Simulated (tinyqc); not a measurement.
Which current rules in forward bias: trap-assisted generation and recombination current of an abrupt junction. Computed by tinyqc, a small Python program. Command: `OMP_NUM_THREADS=1 python tinyqc.py 3015303 3015304 out.jsonl junctionleak walk`. One thread of a shared host (Intel(R) Xeon(R) Processor @ 2.30GHz), about 0.01 s of CPU time with the checks.

Depletion approximation, flat quasi-Fermi levels across the depleted layer, long neutral regions with minority lifetimes tau_n and tau_p, full ionisation and Boltzmann statistics. Voltages in exponents stand for e V.

Inputs (values chosen for the exercise, with bands and screening modelled on CdTe): gap E_g = 1.55 eV; electron mass m_e = 0.0978 m_0; valleys M_c = 1; hole mass m_h = 0.648 m_0; dielectric constant eps = 10; acceptor density N_A = 4.2e+16 cm^-3; donor density N_D = 6.5e+18 cm^-3; capture time tau_n = 9.6e-09 s; capture time tau_p = 1.5e-07 s; trap level E_t - E_i = 0.18 eV; electron diffusion coefficient D_n = 38 cm^2/s; hole diffusion coefficient D_p = 2.3 cm^2/s; temperature T = 300 K; tunnelling mass m_t = 0.14 m_0.

Field enhancement: Hurkx tunnelling factor.

Constants: k_B = 8.617333262e-05 eV/K; m_0 = 9.1093837015e-31 kg; k_B = 1.380649e-23 J/K; h = 6.62607015e-34 J s; e = 1.602176634e-19 C; eps_0 = 8.8541878128e-12 F/m; hbar = 1.054571817e-34 J s.

Method:
- N_c = 2 M_c (2 pi m_e k_B T/h^2)^(3/2) and N_v = 2 (2 pi m_h k_B T/h^2)^(3/2), masses in units of m_0.
- n_i = sqrt(N_c N_v) exp(-E_g/2 k_B T); V_bi = (k_B T/e) ln(N_A N_D/n_i^2); diffusion saturation current J_d0 = e n_i^2 [sqrt(D_n/tau_n)/N_A + sqrt(D_p/tau_p)/N_D].
- W = sqrt(2 eps eps_0 (V_bi - V)(1/N_A + 1/N_D)/e), x_p = W N_D/(N_A + N_D), x_n = W - x_p, peak field F_m = 2 (V_bi - V)/W; reverse bias means V = -V_r.
- Both capture times are divided by 1 + Gamma, Gamma = 2 sqrt(3 pi) (F/F_G) exp((F/F_G)^2), F_G = sqrt(24 m_t (k_B T)^3)/(e hbar) (the low-field Hurkx form), F being the local field, linear in x from 0 at the edges to F_m.
- Potential from the p edge: phi = (V_bi - V) x^2/(x_p W) on the p side and (V_bi - V)[1 - (W - x)^2/(x_n W)] on the n side; p = N_A exp(-phi/k_B T), n = n_i^2 exp(V/k_B T)/p; U = (n p - n_i^2)/[tau_p (n + n_i exp(dE/k_B T)) + tau_n (p + n_i exp(-dE/k_B T))], dE = E_t - E_i, n1 = n_i exp(dE/k_B T), p1 = n_i exp(-dE/k_B T); J_t = e int U dx by the trapezoid rule on 400 intervals on each side.
- J_d = J_d0 (exp(V/k_B T) - 1). Ideality n = (e/k_B T) dV/d ln J, central difference of 1 mV. The rows stop just below the bias where n = 0.1 p or tau_p n = 0.1 tau_n p at the p edge, or the like at the n edge.

k_B T = 0.0258520 eV

n_i = 303096 cm^-3

J_d0 = 2.20573e-20 A/cm^2

Forward characteristic:
```
V (V)  J_t (A/cm^2)  J_d (A/cm^2)  ideality of J_t  ideality of the sum
0.24     2.2761e-11    2.3732e-16           1.1523               1.1523
0.37     1.2897e-09    3.6248e-14           1.4018               1.4017
0.51     3.4898e-08    8.1503e-12           1.8655               1.8651
0.65     5.7377e-07    1.8326e-09           1.9638               1.9578
0.78     7.4335e-06    2.7988e-07           1.9580               1.8922
0.92     1.2032e-04    6.2932e-05           1.9278               1.4620
1.05     1.6980e-03    9.6112e-03           1.8652               1.0749
1.19     3.1587e-02    2.1611e+00           1.9579               1.0071
```

What does the comparison show, and why?

Diffusion overtakes recombination between 0.92 and 1.05 V, and the ideality of the sum goes from 1.15 to 1.01, with a maximum of 1.96 at 0.65 V. The ideality of J_t alone lies between 1.15 and 1.96; it is near 1 at low bias, where re-emission from a level off midgap limits the rate, and rises once n and p exceed n1 and p1. Caution: one side is doped near or above its effective density of states, so Boltzmann statistics understate V_bi.

Extremes, crossings and ranges named in words are read from the listed rows.
